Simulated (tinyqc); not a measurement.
Inside a calculation. Model: capacitance measurement on a leaky thin oxide: effects of series resistance and leakage.

tinyqc, about 0.01 s, one thread, Intel Xeon 2.30GHz (shared host): `OMP_NUM_THREADS=1 python tinyqc.py 2022021 2022022 out.jsonl` Printed values are rounded.

The device is a capacitance C in parallel with a leakage conductance G, in series with Rs and Ls. An impedance meter reports either a parallel pair (Cp, Gp) from Y = 1/Z = Gp + i w Cp or a series pair (Cs, Rm) from Z = Rm + 1/(i w Cs); w = 2 pi f, dissipation D = Gp/(w |Cp|).

Inputs (values chosen for the exercise); values of the order met in thin-oxide MOS capacitors: relative permittivity of the gate insulator (close to silicon dioxide) eox = 3.9; insulator thickness tox = 3.2 nm; gate area A = 2500 um^2; oxide-equivalent thickness added by the accumulation layer zc = 0.41 nm; oxide-equivalent thickness added by gate depletion zp = 0.39 nm; gate leakage current density, not matched to the thickness Jg = 0.0016 A/cm^2; voltage for an e-fold rise of the leakage Vs = 0.25 V; series resistance Rs = 12 ohm; series inductance Ls = 110 nH; measuring frequency f = 10000 Hz.

Constants: eps0 = 8.8541878128e-14 F/cm where lengths are in cm. Results are converted to the units shown.

## True capacitance and conductance

EOT = 3.9 tox/eox; CET = EOT + zc + zp; C = 3.9 eps0 A/CET; G = Jg A/Vs.

EOT = 3.2 nm
CET = 4 nm
C = 21.5821 pF
G = 0.16 uS

## What the meter reports

Z = Rs + i w Ls + 1/(G + i w C).

Z = (0.85828-7.27315i) x 1e5 ohm
Cp = 21.5820 pF
Gp = 0.160022 uS
Cs = 21.8825 pF
D = 0.118007

Cp is within 0.01 % of C and Cs is 1.4 % above it; G Rs = 1.92e-6, w C Rs = 1.63e-5 and G/(w C) = 0.118.
